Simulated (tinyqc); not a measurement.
Worked calculation: G0W0 on RHF in the sto-3g basis, for H6, spin multiplicity 1. One step of it, computed by the program tinyqc.

Problem. G0W0 on Hartree-Fock: LUMO. W(p,q,m) = sqrt2 sum_ia (pq|ia) (X+Y)_ia,m; Sigma_c(x) = sum_(i,m) W^2/(x - e_i + w_m) + sum_(a,m) W^2/(x - e_a - w_m); solve x = e_p + Sigma_c(x) by Newton steps; Z = 1/(1 - dSigma/dx); 1 hartree = 27.211386 eV.

orbital energies (hartree): MO1 -0.632269, MO2 -0.555498, MO3 -0.458949, MO4 0.394648, MO5 0.638511, MO6 0.927195

Two-electron integrals over orbitals (pq|rs), unique and non-zero (hartree):
```
(11|11) 0.397100    (21|21) 0.128580    (22|11) 0.312955    (22|22) 0.384804
(31|11) 0.080167    (31|22) -0.065751   (31|31) 0.137538    (32|21) -0.129487
(32|32) 0.144942    (33|11) 0.379163    (33|22) 0.330572    (33|31) 0.050128
(33|33) 0.379474    (41|21) 0.030030    (41|32) 0.001362    (41|41) 0.079643
(42|11) 0.046021    (42|22) -0.006303   (42|31) 0.043533    (42|33) 0.015347
(42|42) 0.064252    (43|21) 0.051876    (43|32) -0.050253   (43|41) 0.016720
(43|43) 0.069416    (44|11) 0.374721    (44|22) 0.327986    (44|31) 0.045431
(44|33) 0.366963    (44|42) 0.021988    (44|44) 0.379484    (51|11) 0.008778
(51|22) 0.022304    (51|31) -0.018135   (51|33) -0.006955   (51|42) 0.041463
(51|44) 0.000700    (51|51) 0.046691    (52|21) 0.015517    (52|32) 0.005804
(52|41) 0.055048    (52|43) -0.039737   (52|52) 0.089803    (53|11) -0.054723
(53|22) -0.000091   (53|31) -0.047497   (53|33) -0.028434   (53|42) -0.062066
(53|44) -0.024141   (53|51) -0.037945   (53|53) 0.065948    (54|21) 0.128169
(54|32) -0.138691   (54|41) 0.005344    (54|43) 0.051568    (54|52) -0.004537
(54|54) 0.148065    (55|11) 0.323917    (55|22) 0.386028    (55|31) -0.056824
(55|33) 0.338760    (55|42) -0.002481   (55|44) 0.346713    (55|51) 0.022972
(55|53) -0.001619   (55|55) 0.408008    (61|21) 0.002198    (61|32) 0.009906
(61|41) 0.028541    (61|43) 0.054315    (61|52) -0.032639   (61|54) -0.007391
(61|61) 0.066461    (62|11) -0.015587   (62|22) -0.028102   (62|31) 0.015643
(62|33) -0.003836   (62|42) -0.039349   (62|44) -0.001846   (62|51) -0.043914
(62|53) 0.041118    (62|55) -0.027192   (62|62) 0.045786    (63|21) 0.034697
(63|32) -0.006825   (63|41) 0.077809    (63|43) 0.019175    (63|52) 0.055443
(63|54) 0.005926    (63|61) 0.028783    (63|63) 0.082949    (64|11) 0.081349
(64|22) -0.058568   (64|31) 0.131480    (64|33) 0.050867    (64|42) 0.045485
(64|44) 0.050276    (64|51) -0.015134   (64|53) -0.048103   (64|55) -0.060365
(64|62) 0.014488    (64|64) 0.140711    (65|21) -0.130743   (65|32) 0.132424
(65|41) -0.031858   (65|43) -0.054912   (65|52) -0.016414   (65|54) -0.138104
(65|61) -0.003637   (65|63) -0.038514   (65|65) 0.145190    (66|11) 0.420796
(66|22) 0.330976    (66|31) 0.086379    (66|33) 0.403077    (66|42) 0.051561
(66|44) 0.407859    (66|51) 0.010721    (66|53) -0.061323   (66|55) 0.352195
(66|62) -0.018058   (66|64) 0.093867    (66|66) 0.468681
```

excitation energies w (hartree): 0.945993  1.001558  1.104826  1.209720  1.310075  1.351678  1.616751  1.633848  1.727425

X + Y:
```
             1          2          3          4          5          6          7          8
1>4  -0.172337   0.000000   0.885879   0.000000   0.128237   0.000000   0.225769   0.000000
1>5   0.000000  -0.107002   0.000000   0.465630   0.000000   0.785793   0.000000  -0.315282
1>6  -0.115049   0.000000  -0.132355   0.000000   0.234994   0.000000  -0.322973   0.000000
2>4   0.000000   0.880427   0.000000  -0.286910   0.000000   0.169743   0.000000  -0.146906
2>5   0.222585   0.000000  -0.241592   0.000000   0.791579   0.000000   0.401149   0.000000
2>6   0.000000   0.048846   0.000000  -0.135470   0.000000   0.482494   0.000000   0.836564
3>4   0.912963   0.000000   0.163325   0.000000  -0.117711   0.000000  -0.033251   0.000000
3>5   0.000000   0.434471   0.000000   0.781854   0.000000  -0.270323   0.000000   0.207178
3>6  -0.048961   0.000000  -0.262054   0.000000  -0.486677   0.000000   0.712203   0.000000

             9
1>4   0.126908
1>5   0.000000
1>6   0.863022
2>4   0.000000
2>5  -0.030408
2>6   0.000000
3>4   0.095332
3>5   0.000000
3>6   0.320678
```

Give: The 12 largest terms at x = e_p; Newton steps; quasiparticle energy of the LUMO; Hartree-Fock value.

Solution.

The 12 largest terms at x = e_p (hartree; W for the signs of X + Y given):
```
q  m        W     term
1  7   0.1212   0.0056
6  4  -0.0844  -0.0041
2  8  -0.0966   0.0036
5  1   0.0646  -0.0035
3  9   0.0891   0.0031
1  9   0.0843   0.0026
3  1   0.0629   0.0022
2  4  -0.0599   0.0017
2  6   0.0584   0.0015
1  3   0.0507   0.0012
3  5  -0.0482   0.0011
4  4  -0.0348  -0.0010
```

Newton steps (hartree):
```
step       x  Sigma_c(x)       Z
0     0.3946      0.0138  0.9828
1     0.4082      0.0136  0.9827
2     0.4082      0.0136  0.9827
```

quasiparticle energy of the LUMO = 11.1082 eV

Hartree-Fock value = 10.7389 eV
